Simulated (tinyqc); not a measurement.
# Off-state leakage of single and stacked transistors: two studies

n-channel devices of unit width. Subthreshold current I(Vg, Vs, Vd) = I0 (T/300 K)^0.5 exp[(Vg - Vs - VT(T) - gb (Vs - Vb) + dd (Vd - Vs))/(nf Vt)] (1 - exp(-(Vd - Vs)/Vt)), VT(T) = VT - cT (T - 300 K). Gate-edge tunnelling Ig (Vd/1 V) exp(ag (Vd - 1 V)), for a gate at 0 V, and band-to-band leakage Ab u exp(-Bb/u), u = Vd - Vb + 1 V, flow at a drain held at V; both are taken as independent of T. In a stack of off transistors (all gates at 0 V) the same subthreshold current passes through each.

Values chosen for this exercise; values of the order met in bulk silicon logic transistors:

| symbol | value | unit | meaning |
|---|---|---|---|
| T | 330 | K | temperature |
| V | 0.8 | V | supply voltage |
| VT | 0.35 | V | threshold at 300 K, zero drain and body bias |
| cT | 0.9 | mV/K | fall of the threshold with temperature |
| I0 | 0.52 | uA/um | current at threshold at 300 K |
| nf | 1.32 |  | slope factor |
| dd | 0.09 |  | drain-induced lowering per volt |
| gb | 0.12 |  | rise of the threshold per volt of source-body bias |
| Ig | 3e-6 | uA/um | gate-edge tunnelling current at 1 V |
| ag | 5.2 | 1/V | exponential slope of the gate current |
| Ab | 200 | uA/(um V) | prefactor of band-to-band leakage at the drain |
| Bb | 20 | V | its exponential voltage |
| Vb | -0.6 | V | body voltage |

Constants: q = 1.602176634e-19 C, kB = 1.380649e-23 J/K, Vt = kB T/q. Results are converted to the units shown.

Each table varies one quantity; the others keep the values above.

## Subthreshold current against the height of the stack

All n gates at 0 V, bottom source at 0 V, top drain at V; node voltages follow from equal currents.

Subthreshold current against the height of the stack:

| n | I (nA/um) | reduction factor | drain voltage of the bottom device (mV) | source voltage of the top device (mV) | voltage across the top device (V) |
|---|---|---|---|---|---|
| 1 | 0.09992 | 1.000 | 800.0 | 0 | 0.8000 |
| 2 | 0.01481 | 6.747 | 59.23 | 59.23 | 0.7408 |
| 3 | 0.007941 | 12.58 | 20.58 | 78.56 | 0.7214 |
| 4 | 0.005429 | 18.41 | 12.64 | 90.36 | 0.7096 |
| 5 | 0.004126 | 24.22 | 9.145 | 98.87 | 0.7011 |
| 6 | 0.003328 | 30.03 | 7.170 | 105.5 | 0.6945 |

The second transistor cuts the current by a factor of 6.75, the third by a further 1.86 and the sixth by 1.24. The top device keeps 86.8 % of the supply at n = 6, while the drain voltage of the bottom one falls to 0.252 Vt.

## Leakage components against the supply voltage

Same model as above.

One transistor with Vg = Vs = 0, Vd = V; stack factor I(one)/I(two in series).

Leakage components against the supply voltage:

| V (V) | subthreshold (nA/um) | gate edge (nA/um) | band-to-band (nA/um) | total (nA/um) | stack factor | largest part |
|---|---|---|---|---|---|---|
| 0.5 | 0.04867 | 1.114e-4 | 30.70 | 30.75 | 3.882 | band-to-band |
| 0.6 | 0.06186 | 2.249e-4 | 49.58 | 49.64 | 4.631 | band-to-band |
| 0.7 | 0.07862 | 4.413e-4 | 76.96 | 77.04 | 5.570 | band-to-band |
| 0.8 | 0.09992 | 8.483e-4 | 115.4 | 115.5 | 6.747 | band-to-band |
| 0.9 | 0.1270 | 0.001605 | 167.7 | 167.9 | 8.223 | band-to-band |
| 1 | 0.1614 | 0.003000 | 237.3 | 237.5 | 10.07 | band-to-band |
| 1.1 | 0.2051 | 0.005551 | 327.6 | 327.9 | 12.39 | band-to-band |
| 1.2 | 0.2607 | 0.01019 | 442.7 | 442.9 | 15.28 | band-to-band |
| 1.3 | 0.3314 | 0.01856 | 586.5 | 586.9 | 18.91 | band-to-band |
| 1.4 | 0.4212 | 0.03362 | 763.6 | 764.0 | 23.44 | band-to-band |

What does the table show?

As V goes from 0.5 to 1.4, the total leakage rises from 30.7 to 764 nA/um. The band-to-band part leads at V = 0.5 and in all other rows. The reduction by a stack of two rises from 3.88 to 23.4, for the subthreshold part alone.

tinyqc, about 0.04 s, one thread, Intel Xeon 2.30GHz (shared host): `OMP_NUM_THREADS=1 python tinyqc.py 2242207 2242208 out.jsonl`
